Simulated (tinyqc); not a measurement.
What each parameter does: model-solid line-up of a strained alloy layer on a substrate.

All values of the alloy are linear in x but the gap, Eg(x) = (1 - x) Eg_A + x Eg_B - C x (1 - x), and the valence edge, Ev(x) = (1 - x) Ev_A + x Ev_B + fv C x (1 - x); Ec = Ev + Eg. Ev is the top of the unstrained valence band on a scale common to all materials. In the layer only the Gamma valley of the conduction band is followed, also where an X or L valley would lie lower.

Coherent growth on a (111) face: e_par = (a_s - a)/a, e_perp = -(2 C11 + 4 C12 - 4 C44)/(C11 + 2 C12 + 4 C44) e_par; exx = eyy = ezz = (2 e_par + e_perp)/3 and exy = eyz = ezx = (e_perp - e_par)/3.

Strained edges: Ec + ac tr(e); the valence edges are Ev plus the levels of the 6 x 6 matrix of X, Y, Z times spin with -Dso/3 + l exx + m (eyy + ezz) on the diagonal (cyclic), n exy off it, l = av + 2 b, m = av - b, n = sqrt(3) d. Spin-orbit term (Dso/3) L.sigma on X, Y, Z with (L_k)_ij = -i epsilon_kij: <X+|H|Y+> = -i Dso/3, <X+|H|Z-> = Dso/3, <Y+|H|Z-> = -i Dso/3, <Z+|H|X-> = -Dso/3, <Z+|H|Y-> = i Dso/3, <X-|H|Y-> = i Dso/3, and their conjugates; + and - are the spin along z.

dEc = Ec(substrate) - Ec(layer), dEv = Ev(layer) - Ev(substrate); positive values confine the carrier in the layer. Type I: both of one sign; type II: opposite signs; type III: the gaps do not overlap.

Values chosen for the exercise (A near GaAs, B near GaP, substrate near GaAs; shifted at random, so the results belong to these values and not to a real crystal): a = (5.661, 5.451) angstrom (lattice constant of A, B); Eg = (1.497, 2.914) eV (gap at Gamma to the s-like level of A, B); Dso = (0.342, 0.079) eV (spin-orbit splitting of A, B); Ev = (-0.8, -1.28) eV (top of the unstrained valence band of A, B); ac = (-7.1, -8.18) eV (conduction deformation potential of A, B); av = (1.17, 1.68) eV (valence hydrostatic potential of A, B); b = (-1.98, -1.61) eV (tetragonal shear potential of A, B); d = (-4.85, -4.6) eV (trigonal shear potential of A, B); C11 = (121.4, 139.1) GPa (of A, B); C12 = (56.3, 62.2) GPa (of A, B); C44 = (60, 70.1) GPa (of A, B); C = 0.206 eV (bowing of the gap); fv = 0 (share of the bowing taken by the valence edge); a_s = 5.661 angstrom (substrate); Eg_s = 1.497 eV (lowest gap of the substrate); Ev_s = -0.8 eV (substrate valence edge); face = 111 (growth face); x = 0.4 (fraction of B).

Strained gap, valence splitting and offsets. Each row changes one parameter from the base and keeps the others.

Results:

| case | gap (eV) | splitting (meV) | dEc (eV) | dEv (eV) |
|---|---|---|---|---|
| base | 1.7253 | 144.3 | -0.1517 | -0.0767 |
| x = 0.38 | 1.7143 | 136.1 | -0.1432 | -0.0741 |
| a_s = 5.641 angstrom | 1.7973 | 106.8 | -0.1930 | -0.1073 |
| C = 0.306 eV | 1.7013 | 144.3 | -0.1277 | -0.0767 |
| fv = 0.2 | 1.7253 | 144.3 | -0.1616 | -0.0668 |
| Ev_s = -0.75 eV | 1.7253 | 144.3 | -0.1017 | -0.1267 |
| av = (1.346, 1.932) eV | 1.7206 | 144.3 | -0.1517 | -0.0719 |
| C12 = (64.745, 71.53) GPa | 1.7288 | 150.0 | -0.1576 | -0.0742 |
| ac = (-8.165, -9.407) eV | 1.6993 | 144.3 | -0.1256 | -0.0767 |

The largest shifts from the base row, up to three for each result and ties (the steps differ in size, so this ranks the rows, not the parameters). gap (eV): a_s +0.0719, ac -0.0261, C -0.0240; unchanged at the printed digits by fv and Ev_s. splitting (meV): a_s -37.5, x -8.2, C12 +5.7; unchanged at the printed digits by C, fv, Ev_s, av and ac. dEc (eV): Ev_s +0.0500, a_s -0.0414, ac +0.0261; unchanged at the printed digits by av. dEv (eV): Ev_s -0.0500, a_s -0.0306, fv +0.0099; unchanged at the printed digits by C and ac.

Program tinyqc; command `OMP_NUM_THREADS=1 python tinyqc.py 1050636 1050637 out.jsonl`; about 0.02 s on one thread of a shared Intel(R) Xeon(R) Processor @ 2.30GHz.
